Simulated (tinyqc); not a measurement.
# Deep-level transient spectroscopy: amplitude against reverse bias

Schottky contact on an n-type layer with shallow donors Nd (all ionised) and a donor-like deep trap, neutral when filled and positive when empty; depletion approximation. Traps within lam of the depletion edge stay filled. A long pulse to Vp fills the traps beyond x1 = Wp - lam; back at Vr those between x1 and x2 = Wr - lam emit. A rate window reads S = C(t2) - C(t1).

lam = sqrt(2 eps0 eps_r (EF - ET)/(q Nd)), EF - ET = Et - (kB T/q) ln(Nc(T)/Nd), Nc(T) = Nc (T/300 K)^1.5. In the steady state at the band bending V, 2 eps0 eps_r V/q = Nd W^2 + Nt (W - lam)^2 (the second term only if W > lam). W(t)^2 = Wr^2 + (Nt/Nd)(x2^2 - x1^2) exp(-en t), C = eps0 eps_r/W; for small Nt, dC/C = -(Nt/2 Nd) G exp(-en t) with G = (x2^2 - x1^2)/Wr^2. Listed at t = 0.

Values chosen for this exercise; material values close to those of silicon:
- eps_r = 11.7 (relative permittivity)
- Nc = 2.8e19 cm^-3 (conduction-band density of states at 300 K)
- Nd = 6.5e15 cm^-3 (shallow donor density)
- Vbi = 0.66 V (built-in voltage)
- Et = 0.12 eV (depth of the trap below the conduction edge)
- Nt = 3.8e14 cm^-3 (trap density)
- Vp = 0.4 V (reverse bias during the filling pulse)
- T = 61 K (temperature of the transient)

Constants: q = 1.602176634e-19 C, kB = 1.380649e-23 J/K, eps0 = 8.8541878128e-14 F/cm where lengths are in cm. Results are converted to the units shown.

Amplitude against reverse bias:

| Vr (V) | Wr (nm) | G | dC(0)/C (%) | 2 Nd \|dC\|/C (cm^-3) |
|---|---|---|---|---|
| 0.9 | 547.98 | 0.23336 | -0.67522 | 8.7778e13 |
| 3.7 | 912.09 | 0.60708 | -1.7287 | 2.2472e14 |
| 6.5 | 1167.0 | 0.71030 | -2.0137 | 2.6179e14 |
| 9.3 | 1375.2 | 0.76215 | -2.1560 | 2.8029e14 |
| 12 | 1549.6 | 0.79339 | -2.2415 | 2.9139e14 |
| 14.8 | 1711.7 | 0.81598 | -2.3031 | 2.9940e14 |
| 17.6 | 1859.7 | 0.83274 | -2.3487 | 3.0534e14 |
| 20.4 | 1996.7 | 0.84578 | -2.3842 | 3.0995e14 |

G rises from 0.233 to 0.846, since lam = 133 nm and x1 weigh less in a wider layer. The simple estimate 2 Nd |dC|/C reaches 23.1 % of the true Nt in the first row and 81.6 % in the last. That is below G (84.6 %), since with Nt/Nd = 0.058 dC/C is no longer linear in Nt. In every row T is below 110 K, where shallow donors begin to freeze out; the model keeps them ionised.

tinyqc, about 0.01 s, one thread, Intel Xeon 2.30GHz (shared host): `OMP_NUM_THREADS=1 python tinyqc.py 2050096 2050097 out.jsonl`
